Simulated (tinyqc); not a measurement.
Inside a calculation. Method: CCSD on RHF in the 3-21g basis, for H2, spin multiplicity 1. Computed by tinyqc, a small Python program that keeps every step (integrals from PySCF). Settings: charge = 0, multiplicity = 1, basis = 3-21g, method = RHF, energy threshold = 1e-10, iteration cap = 68, orthogonalisation = canonical, start = Wolfsberg-Helmholz matrix, DIIS depth = 6, amplitude equations = CCSD, DIIS depth for amplitudes = 0, cap on updates = 67. Command: `OMP_NUM_THREADS=1 python tinyqc.py 22483 22484 out.jsonl` (the two numbers bound the seeds that draw the settings). One thread of a shared host (Intel(R) Xeon(R) Processor @ 2.60GHz), about 0.2 s of CPU time with the checks. The early iterations of the SCF are left out here.

## One-electron integrals

Geometry (angstrom):
```
atom       x       y       z
H     0.0000  0.0000  0.0000
H     0.0000  0.0000  0.6420
```

Basis 3-21g: exponents (1/bohr^2) and contraction coefficients of normalised primitives:
```
element  l (shell)  exponent  coefficient
H            s (1)    5.4472       0.1563
H            s (1)    0.8245       0.9047
H            s (2)    0.1832       1.0000
```

Overlap, kinetic and nuclear-attraction integrals over the contracted functions; the nuclear repulsion is the sum of Za Zb / Rab.

nuclear repulsion = 0.824264 hartree

overlap S, order 1H 1s, 1H 2s, 2H 1s, 2H 2s:
$$\begin{pmatrix}
1.0000 & 0.6459 & 0.5013 & 0.5170 \\
0.6459 & 1.0000 & 0.5170 & 0.8739 \\
0.5013 & 0.5170 & 1.0000 & 0.6459 \\
0.5170 & 0.8739 & 0.6459 & 1.0000
\end{pmatrix}$$

kinetic energy T (hartree), order 1H 1s, 1H 2s, 2H 1s, 2H 2s:
$$\begin{pmatrix}
1.5494 & 0.2932 & 0.3575 & 0.1997 \\
0.2932 & 0.2748 & 0.1997 & 0.2185 \\
0.3575 & 0.1997 & 1.5494 & 0.2932 \\
0.1997 & 0.2185 & 0.2932 & 0.2748
\end{pmatrix}$$

nuclear attraction V (hartree), order 1H 1s, 1H 2s, 2H 1s, 2H 2s:
$$\begin{pmatrix}
-2.5266 & -1.2721 & -1.2732 & -1.0540 \\
-1.2721 & -1.2608 & -1.0540 & -1.1422 \\
-1.2732 & -1.0540 & -2.5266 & -1.2721 \\
-1.0540 & -1.1422 & -1.2721 & -1.2608
\end{pmatrix}$$

core Hamiltonian H = T + V (hartree), order 1H 1s, 1H 2s, 2H 1s, 2H 2s:
$$\begin{pmatrix}
-0.9772 & -0.9790 & -0.9157 & -0.8543 \\
-0.9790 & -0.9860 & -0.8543 & -0.9236 \\
-0.9157 & -0.8543 & -0.9772 & -0.9790 \\
-0.8543 & -0.9236 & -0.9790 & -0.9860
\end{pmatrix}$$

## Two-electron integrals

Functions are numbered as in S; the eight-fold symmetry (ij|kl) = (ji|kl) = (kl|ij) leaves the list below.

Two-electron integrals (ij|kl) in chemists' order, unique and non-zero (hartree):
```
(11|11) 1.1401   (21|11) 0.6114   (21|21) 0.3452   (22|11) 0.6264
(22|21) 0.3803   (22|22) 0.4830   (31|11) 0.4928   (31|21) 0.2764
(31|22) 0.3003   (31|31) 0.2671   (32|11) 0.3906   (32|21) 0.2322
(32|22) 0.2785   (32|31) 0.2306   (32|32) 0.2206   (33|11) 0.7465
(33|21) 0.4490   (33|22) 0.5431   (33|31) 0.4928   (33|32) 0.4839
(33|33) 1.1401   (41|11) 0.4839   (41|21) 0.2739   (41|22) 0.3031
(41|31) 0.2306   (41|32) 0.1970   (41|33) 0.3906   (41|41) 0.2206
(42|11) 0.5273   (42|21) 0.3216   (42|22) 0.4127   (42|31) 0.2722
(42|32) 0.2621   (42|33) 0.5273   (42|41) 0.2621   (42|42) 0.3688
(43|11) 0.4490   (43|21) 0.2710   (43|22) 0.3350   (43|31) 0.2764
(43|32) 0.2739   (43|33) 0.6114   (43|41) 0.2322   (43|42) 0.3216
(43|43) 0.3452   (44|11) 0.5431   (44|21) 0.3350   (44|22) 0.4428
(44|31) 0.3003   (44|32) 0.3031   (44|33) 0.6264   (44|41) 0.2785
(44|42) 0.4127   (44|43) 0.3803   (44|44) 0.4830
```

## Orthogonalisation

S = U s U^T; canonical form X = U s^(-1/2), so that X^T S X = 1. Each column of U has its largest component positive (the first on a tie).

eigenvalues of S: [0.0859, 0.5099, 0.5389, 2.8653]

X, order 1H 1s, 1H 2s, 2H 1s, 2H 2s:
$$\begin{pmatrix}
-0.7194 & 0.7536 & 0.9194 & 0.2710 \\
2.3034 & -0.6425 & 0.2871 & 0.3179 \\
0.7194 & 0.7536 & -0.9194 & 0.2710 \\
-2.3034 & -0.6425 & -0.2871 & 0.3179
\end{pmatrix}$$

## Starting guess

The start is the generalised Wolfsberg-Helmholz matrix (K = 1.75) built on H; D = 2 C_occ C_occ^T.

D at the start, order 1H 1s, 1H 2s, 2H 1s, 2H 2s:
$$\begin{pmatrix}
0.1415 & 0.1714 & 0.1415 & 0.1714 \\
0.1714 & 0.2076 & 0.1714 & 0.2076 \\
0.1415 & 0.1714 & 0.1415 & 0.1714 \\
0.1714 & 0.2076 & 0.1714 & 0.2076
\end{pmatrix}$$

## Iteration 8 (converged): orbitals

converged F (hartree), order 1H 1s, 1H 2s, 2H 1s, 2H 2s:
$$\begin{pmatrix}
0.0108 & -0.5478 & -0.5862 & -0.5626 \\
-0.5478 & -0.3629 & -0.5626 & -0.4009 \\
-0.5862 & -0.5626 & 0.0108 & -0.5478 \\
-0.5626 & -0.4009 & -0.5478 & -0.3629
\end{pmatrix}$$

Diagonalise F' = X^T F X, C = X C', fill 1 alpha and 1 beta electrons from the bottom; D = 2 C_occ C_occ^T. Each column has its largest component positive (the first on a tie).

F' = X^T F X (hartree):
$$\begin{pmatrix}
0.9234 & 0.0000 & -0.6828 & 0.0000 \\
0.0000 & 0.8663 & 0.0000 & -0.0683 \\
-0.6828 & 0.0000 & 1.0311 & 0.0000 \\
0.0000 & -0.0683 & 0.0000 & -0.6216
\end{pmatrix}$$

orbital energies (hartree): MO1 -0.6247, MO2 0.2924, MO3 0.8695, MO4 1.6622

coefficients C, order 1H 1s, 1H 2s, 2H 1s, 2H 2s:
$$\begin{pmatrix}
0.3052 & 0.0958 & 0.7404 & -1.1635 \\
0.2881 & 1.8865 & -0.6563 & 1.3526 \\
0.3052 & -0.0958 & 0.7404 & 1.1635 \\
0.2881 & -1.8865 & -0.6563 & -1.3526
\end{pmatrix}$$

D after iteration 8, order 1H 1s, 1H 2s, 2H 1s, 2H 2s:
$$\begin{pmatrix}
0.1863 & 0.1759 & 0.1863 & 0.1759 \\
0.1759 & 0.1660 & 0.1759 & 0.1660 \\
0.1863 & 0.1759 & 0.1863 & 0.1759 \\
0.1759 & 0.1660 & 0.1759 & 0.1660
\end{pmatrix}$$

## Convergence

Stop when the energy changes by less than 1e-10 hartree and every element of the error matrix X^T (F D S - S D F) X is below 3e-06.

Course of the cycle:
```
iteration  E (hartree)     change  largest element of the error matrix
1            -1.108059          -                             1.35e-01
2            -1.115008  -6.95e-03                             1.88e-02
3            -1.115145  -1.37e-04                             4.31e-05
4            -1.115145  -5.95e-10                             1.82e-05
5            -1.115145  -7.73e-11                             1.16e-05
6            -1.115145  -2.41e-11                             8.46e-06
7            -1.115145  -1.05e-11                             6.68e-06
8            -1.115145  -1.74e-11                             5.98e-09
```

PySCF RHF in the same basis = -1.115145 hartree

Converged in 8 iterations.

## Populations, bond orders and dipole

Mulliken: Z minus the diagonal of D S on the atom; Loewdin: the same with S^(1/2) D S^(1/2); Mayer order: 2 sum_s sum (D(s) S)_ij (D(s) S)_ji over the two atoms.

Charges (e):
```
atom  Mulliken  Loewdin
1H           0        0
2H           0        0
```

Mayer bond orders:
```
pair   order
2-1   1.0000
```

dipole moment about the origin, x y z (debye): [0.0000, 0.0000, 0.0000]

## Integrals over molecular orbitals

(pq|rs) = sum C_ip C_jq C_kr C_ls (ij|kl), one index at a time.

one-electron integrals over orbitals h = C^T H C (hartree):
$$\begin{pmatrix}
-1.3147 & 0.0000 & -0.1808 & 0.0000 \\
0.0000 & -0.5352 & 0.0000 & 0.2104 \\
-0.1808 & 0.0000 & -0.1570 & 0.0000 \\
0.0000 & 0.2104 & 0.0000 & 0.3901
\end{pmatrix}$$

Two-electron integrals over orbitals (pq|rs), unique and non-zero (hartree):
```
(11|11) 0.6900    (21|21) 0.0784    (22|11) 0.4529    (22|22) 0.4057
(31|11) 0.1808    (31|22) 0.0487    (31|31) 0.1208    (32|21) -0.0256
(32|32) 0.0382    (33|11) 0.5737    (33|22) 0.4029    (33|31) 0.1339
(33|33) 0.5055    (41|21) -0.0782   (41|32) -0.0158   (41|41) 0.1412
(42|11) -0.1443   (42|22) -0.0527   (42|31) -0.0732   (42|33) -0.1001
(42|42) 0.0653    (43|21) -0.0786   (43|32) 0.0030    (43|41) 0.1216
(43|43) 0.1221    (44|11) 0.7066    (44|22) 0.4648    (44|31) 0.2147
(44|33) 0.5942    (44|42) -0.1694   (44|44) 0.7901
```

## CCSD: starting amplitudes

t_ij^ab = <ij||ab> / (e_i + e_j - e_a - e_b), whose energy is MP2.

Starting amplitudes (spin orbitals 1a, 1b, ...; amplitudes related by a flip of all spins are not repeated):
```
from      to        t
1a 1b  2a 2b  -0.0427
1a 1b  3a 3b  -0.0404
1a 1b  4a 4b  -0.0309
1a 1b  2a 4b   0.0244
```

correlation energy = -0.016409 hartree

## CCSD: amplitude update 1

t_i^a D_i^a and t_ij^ab D_ij^ab are set to the remaining terms of the spin-orbital equations, evaluated with the old amplitudes; for the doubles these are <ij||ab> + 1/2 <ab||ef> t_ij^ef + 1/2 <mn||ij> t_mn^ab + P(ij)P(ab) <mb||ej> t_im^ae + terms in t^2 + terms with t1, D the orbital-energy denominators.

Amplitudes after update 1 (spin orbitals 1a, 1b, ...; amplitudes related by a flip of all spins are not repeated):
```
from      to        t
1a 1b  2a 2b  -0.0576
1a 1b  3a 3b  -0.0500
1a 1b  4a 4b  -0.0367
1a 1b  2a 4b   0.0335
1a        3a   0.0021
```

correlation energy = -0.020985 hartree

## CCSD: convergence

E_corr = 1/4 sum <ij||ab> t_ij^ab + 1/2 sum <ij||ab> t_i^a t_j^b; stop when the norm of the change is below 1e-8.

Course of the amplitude iterations:
```
update  correlation energy (hartree)  norm of the change
0                          -0.016409                   -
1                          -0.020985            4.55e-02
2                          -0.022336            1.51e-02
3                          -0.022759            5.29e-03
4                          -0.022898            1.91e-03
5                          -0.022945            7.03e-04
6                          -0.022961            2.60e-04
7                          -0.022967            9.64e-05
8                          -0.022969            3.58e-05
9                          -0.022970            1.33e-05
10                         -0.022970            4.95e-06
11                         -0.022971            1.84e-06
12                         -0.022971            6.85e-07
13                         -0.022971            2.55e-07
14                         -0.022971            9.47e-08
15                         -0.022971            3.52e-08
16                         -0.022971            1.31e-08
17                         -0.022971            4.87e-09
```

Converged amplitudes (spin orbitals 1a, 1b, ...; amplitudes related by a flip of all spins are not repeated):
```
from      to        t
1a 1b  2a 2b  -0.0662
1a 1b  3a 3b  -0.0527
1a 1b  2a 4b   0.0386
1a 1b  4a 4b  -0.0380
1a        3a   0.0035
```

CCSD total energy = -1.138115 hartree

T1 diagnostic, norm of the one-spin t1 over sqrt(correlated electrons) = 0.0025

Converged in 17 updates.
